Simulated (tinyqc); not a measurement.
Inside a calculation. Method: CCSD on RHF in the sto-3g basis, for H3-, spin multiplicity 1. The basis has no diffuse functions, so it cannot describe the extra electron: this is an exercise in the method, not the real anion. Computed by tinyqc, a small Python program that keeps every step (integrals from PySCF). Settings: charge = -1, multiplicity = 1, basis = sto-3g, method = RHF, energy threshold = 1e-10, iteration cap = 87, orthogonalisation = canonical, start = Wolfsberg-Helmholz matrix, DIIS depth = 6, amplitude equations = CCSD, DIIS depth for amplitudes = 6, cap on updates = 72. Command: `OMP_NUM_THREADS=1 python tinyqc.py 21339 21340 out.jsonl` (the two numbers bound the seeds that draw the settings). One thread of a shared host (Intel(R) Xeon(R) Processor @ 2.60GHz), about 0.2 s of CPU time with the checks. The early iterations of the SCF are left out here.

## One-electron integrals

Geometry (angstrom):
```
atom       x       y        z
H     0.0000  0.0000   0.0000
H     0.0000  0.0000   1.0390
H     0.0000  0.8750  -0.6680
```

Basis sto-3g: exponents (1/bohr^2) and contraction coefficients of normalised primitives:
```
element  l (shell)  exponent  coefficient
H            s (1)    3.4253       0.1543
H            s (1)    0.6239       0.5353
H            s (1)    0.1689       0.4446
```

Overlap, kinetic and nuclear-attraction integrals over the contracted functions; the nuclear repulsion is the sum of Za Zb / Rab.

nuclear repulsion = 1.265889 hartree

overlap S:
```
        1H 1s   2H 1s   3H 1s
1H 1s  1.0000  0.4738  0.4391
2H 1s  0.4738  1.0000  0.1361
3H 1s  0.4391  0.1361  1.0000
```

kinetic energy T (hartree):
```
        1H 1s    2H 1s    3H 1s
1H 1s  0.7600   0.0975   0.0781
2H 1s  0.0975   0.7600  -0.0089
3H 1s  0.0781  -0.0089   0.7600
```

nuclear attraction V (hartree):
```
         1H 1s    2H 1s    3H 1s
1H 1s  -2.1933  -0.9148  -0.8326
2H 1s  -0.9148  -1.9982  -0.2404
3H 1s  -0.8326  -0.2404  -1.9731
```

core Hamiltonian H = T + V (hartree):
```
         1H 1s    2H 1s    3H 1s
1H 1s  -1.4332  -0.8174  -0.7545
2H 1s  -0.8174  -1.2382  -0.2493
3H 1s  -0.7545  -0.2493  -1.2131
```

## Two-electron integrals

Functions are numbered as in S; the eight-fold symmetry (ij|kl) = (ji|kl) = (kl|ij) leaves the list below.

Two-electron integrals (ij|kl) in chemists' order, unique and non-zero (hartree):
```
(11|11) 0.7746   (21|11) 0.2917   (21|21) 0.1424   (22|11) 0.4655
(22|21) 0.2917   (22|22) 0.7746   (31|11) 0.2652   (31|21) 0.0980
(31|22) 0.1575   (31|31) 0.1204   (32|11) 0.0749   (32|21) 0.0338
(32|22) 0.0652   (32|31) 0.0314   (32|32) 0.0097   (33|11) 0.4464
(33|21) 0.1664   (33|22) 0.2746   (33|31) 0.2652   (33|32) 0.0652
(33|33) 0.7746
```

## Orthogonalisation

S = U s U^T; canonical form X = U s^(-1/2), so that X^T S X = 1. Each column of U has its largest component positive (the first on a tie).

eigenvalues of S: 0.4182  0.8643  1.7175

X:
```
             1        2       3
1H 1s   1.1489  -0.0189  0.5105
2H 1s  -0.7752  -0.7282  0.4112
3H 1s  -0.6858   0.7915  0.3905
```

## Iteration 5 (converged): orbitals

converged F (hartree):
```
         1H 1s    2H 1s    3H 1s
1H 1s   0.1084  -0.2424  -0.2220
2H 1s  -0.2424   0.1173  -0.0614
3H 1s  -0.2220  -0.0614   0.1453
```

Diagonalise F' = X^T F X, C = X C', fill 2 alpha and 2 beta electrons from the bottom; D = 2 C_occ C_occ^T. Each column has its largest component positive (the first on a tie).

F' = X^T F X (hartree):
```
         1        2        3
1   0.9982  -0.0136  -0.0173
2  -0.0136   0.2240   0.0101
3  -0.0173   0.0101  -0.1397
```

orbital energies (hartree): MO1 -0.1403, MO2 0.2240, MO3 0.9987

coefficients C:
```
          MO1      MO2      MO3
1H 1s  0.5279   0.0157   1.1411
2H 1s  0.4193  -0.7307  -0.7684
3H 1s  0.3585   0.7892  -0.7056
```

D after iteration 5:
```
        1H 1s    2H 1s    3H 1s
1H 1s  0.5579   0.4198   0.4033
2H 1s  0.4198   1.4195  -0.8527
3H 1s  0.4033  -0.8527   1.5027
```

## Convergence

Stop when the energy changes by less than 1e-10 hartree and every element of the error matrix X^T (F D S - S D F) X is below 3e-06.

Course of the cycle:
```
iteration  E (hartree)     change  largest element of the error matrix
1            -1.267872          -                             1.20e-01
2            -1.275230  -7.36e-03                             1.44e-02
3            -1.275335  -1.05e-04                             1.05e-04
4            -1.275335  -1.17e-08                             5.34e-06
5            -1.275335  -2.16e-11                             8.73e-10
```

PySCF RHF in the same basis = -1.275335 hartree

Converged in 5 iterations.

## Integrals over molecular orbitals

(pq|rs) = sum C_ip C_jq C_kr C_ls (ij|kl), one index at a time.

one-electron integrals over orbitals h = C^T H C (hartree):
```
         1        2        3
1  -1.4955  -0.0016  -0.1023
2  -0.0016  -1.1294  -0.0025
3  -0.1023  -0.0025  -0.8232
```

Two-electron integrals over orbitals (pq|rs), unique and non-zero (hartree):
```
(11|11) 0.5455    (21|11) -0.0157   (21|21) 0.1521    (22|11) 0.4809
(22|21) 0.0174    (22|22) 0.5437    (31|11) 0.0712    (31|21) 0.0102
(31|22) -0.0517   (31|31) 0.1397    (32|11) 0.0159    (32|21) -0.1345
(32|22) -0.0190   (32|31) -0.0047   (32|32) 0.1368    (33|11) 0.5594
(33|21) -0.0081   (33|22) 0.4898    (33|31) 0.0944    (33|32) 0.0106
(33|33) 0.6101
```

## CCSD: starting amplitudes

t_ij^ab = <ij||ab> / (e_i + e_j - e_a - e_b), whose energy is MP2.

Starting amplitudes (spin orbitals 1a, 1b, ...; amplitudes related by a flip of all spins are not repeated):
```
from      to        t
2a 2b  3a 3b  -0.0883
1a 1b  3a 3b  -0.0613
1a 2b  3a 3b   0.0024
```

correlation energy = -0.020675 hartree

## CCSD: amplitude update 1

t_i^a D_i^a and t_ij^ab D_ij^ab are set to the remaining terms of the spin-orbital equations, evaluated with the old amplitudes; for the doubles these are <ij||ab> + 1/2 <ab||ef> t_ij^ef + 1/2 <mn||ij> t_mn^ab + P(ij)P(ab) <mb||ej> t_im^ae + terms in t^2 + terms with t1, D the orbital-energy denominators.

Amplitudes after update 1 (spin orbitals 1a, 1b, ...; amplitudes related by a flip of all spins are not repeated):
```
from      to        t
2a 2b  3a 3b  -0.1115
1a 1b  3a 3b  -0.0765
1a        3a   0.0117
1a 2b  3a 3b   0.0044
2a        3a   0.0017
```

correlation energy = -0.025963 hartree

## CCSD: amplitude update 2

As before.

Amplitudes after update 2 (spin orbitals 1a, 1b, ...; amplitudes related by a flip of all spins are not repeated):
```
from      to        t
2a 2b  3a 3b  -0.1195
1a 1b  3a 3b  -0.0803
1a        3a   0.0174
1a 2b  3a 3b   0.0050
2a        3a   0.0021
```

correlation energy = -0.027574 hartree

## CCSD: amplitude update 3

t_i^a D_i^a and t_ij^ab D_ij^ab are set to the remaining terms of the spin-orbital equations, evaluated with the old amplitudes; for the doubles these are <ij||ab> + 1/2 <ab||ef> t_ij^ef + 1/2 <mn||ij> t_mn^ab + P(ij)P(ab) <mb||ej> t_im^ae + terms in t^2 + terms with t1, D the orbital-energy denominators. DIIS then mixes the stored amplitudes.

DIIS coefficients: -0.5771  1.5771

Amplitudes after update 3 (spin orbitals 1a, 1b, ...; amplitudes related by a flip of all spins are not repeated):
```
from      to        t
2a 2b  3a 3b  -0.1245
1a 1b  3a 3b  -0.0817
1a        3a   0.0210
1a 2b  3a 3b   0.0055
2a        3a   0.0023
```

correlation energy = -0.028439 hartree

## CCSD: convergence

E_corr = 1/4 sum <ij||ab> t_ij^ab + 1/2 sum <ij||ab> t_i^a t_j^b; stop when the norm of the change is below 1e-8.

Course of the amplitude iterations:
```
update  correlation energy (hartree)  norm of the change
0                          -0.020675                   -
1                          -0.025963            5.81e-02
2                          -0.027574            1.95e-02
3                          -0.028439            7.34e-03
4                          -0.028443            7.57e-04
5                          -0.028440            3.82e-05
6                          -0.028440            1.12e-06
7                          -0.028440            3.90e-07
8                          -0.028440            5.43e-08
9                          -0.028440            3.90e-12
```

Converged amplitudes (spin orbitals 1a, 1b, ...; amplitudes related by a flip of all spins are not repeated):
```
from      to        t
2a 2b  3a 3b  -0.1249
1a 1b  3a 3b  -0.0813
1a        3a   0.0211
1a 2b  3a 3b   0.0056
2a        3a   0.0022
```

CCSD total energy = -1.303775 hartree

T1 diagnostic, norm of the one-spin t1 over sqrt(correlated electrons) = 0.0106

Converged in 9 updates, with DIIS from the third.
